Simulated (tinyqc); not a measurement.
Abrupt p-n junction, non-linear Poisson equation by Newton steps: starts and damping rules compared.

One dimension, p side on the left, n side on the right; net doping C = -Na for x < 0 and +Nd for x > 0. The potential psi is counted from the intrinsic level, and the quasi-Fermi potentials are flat: 0 for holes and -V for electrons, so n = ni exp((psi + V)/Vt) and p = ni exp(-psi/Vt) (Boltzmann statistics, full ionisation, no current).

a_i = eps0 eps_r/h_i for the interval from node i to i + 1, with h_i = x_(i+1) - x_i in cm.

n_i = ni exp((psi_i + V)/Vt), p_i = ni exp(-psi_i/Vt), rho_i = p_i - n_i + C_i, g_i = (n_i + p_i)/Vt. Box widths w_i = (h_(i-1) + h_i)/2 in cm. Residual F_i = a_i (psi_(i+1) - psi_i) - a_(i-1) (psi_i - psi_(i-1)) + q rho_i w_i; Jacobian: a_(i-1) and a_i beside the diagonal, b_i = -a_(i-1) - a_i - q g_i w_i on it. The two end nodes are fixed.

Iterations until the largest undamped |d| is below 1e-9 V (the last, tiny step is counted), with a cap of 100; "overflow" would mean that an exponential left the range of double precision. Starts:
- neutral: psi_p = -Vt ln(Na/ni) on nodes with x < 0 and psi_n = Vt ln(Nd/ni) - V on the others.
- depletion: The parabolas of an abrupt Na-Nd junction in the depletion approximation: psi_p + q Na (x + xp)^2/(2 eps0 eps_r) for -xp < x < 0, psi_n - q Nd (xn - x)^2/(2 eps0 eps_r) for 0 < x < xn, flat outside, with W = sqrt(2 eps0 eps_r (psi_n - psi_p)(1/Na + 1/Nd)/q), xp = W Nd/(Na + Nd), xn = W Na/(Na + Nd), psi_p = -Vt ln(Na/ni), psi_n = Vt ln(Nd/ni) - V.
- linear: A straight line in x from psi_p = -Vt ln(Na/ni) at the first node to psi_n = Vt ln(Nd/ni) - V at the last.

Rules for the step d, which solves the tridiagonal system a_(i-1) d_(i-1) + b_i d_i + a_i d_(i+1) = -F_i:
- full Newton steps: the full step is added.
- logarithmic damping: each component d is damped to sign(d) Vt ln(1 + |d|/Vt) before it is added.
- steps capped at 4 Vt: if the largest |d| exceeds 4 Vt, the whole step is scaled down so that it equals 4 Vt.
- halved steps: half of the step is added while the largest |d| exceeds 1.5 Vt, the full step after that.

Parameters, values chosen for the exercise; band and dielectric values close to those of indium phosphide: temperature T = 300 K; band gap Eg = 1.33 eV; relative permittivity eps_r = 12.4; conduction-band density of states at T Nc = 5.76e17 cm^-3; valence-band density of states at T Nv = 1.09e19 cm^-3; acceptor density of the p side Na = 1.6e15 cm^-3; donor density of the n side Nd = 1.9e17 cm^-3; bias of the p side against the n side V = 0.27 V.

Constants: q = 1.602176634e-19 C, kB = 1.380649e-23 J/K, Vt = kB T/q, eps0 = 8.8541878128e-14 F/cm where lengths are in cm. Results are converted to the units shown.

```
node  x (nm)  net doping C (cm^-3)
0      -1980               -1.6e15
1       -961               -1.6e15
2       -465               -1.6e15
3       -223               -1.6e15
4       -104               -1.6e15
5      -45.7               -1.6e15
6      -17.3               -1.6e15
7       -3.4               -1.6e15
8        3.4                1.9e17
9         11                1.9e17
10      19.4                1.9e17
11      28.8                1.9e17
12      39.2                1.9e17
13      50.8                1.9e17
14      63.7                1.9e17
15        78                1.9e17
```

ni = 1.68817e7 cm^-3

Iterations needed:
```
           full Newton steps  logarithmic damping  steps capped at 4 Vt  halved steps
neutral                    7                   16                    12            10
depletion                  6                    7                     6             6
linear                    24                   13                    10            10
```

What does the comparison show?

The fewest iterations, 6, are needed by full Newton steps from the depletion start and steps capped at 4 Vt from the depletion start and halved steps from the depletion start. Every pairing converges. Lowest count for the worst start: halved steps, at most 10 iterations.

tinyqc, about 0.03 s, one thread, Intel Xeon 2.30GHz (shared host): `OMP_NUM_THREADS=1 python tinyqc.py 2000053 2000054 out.jsonl`
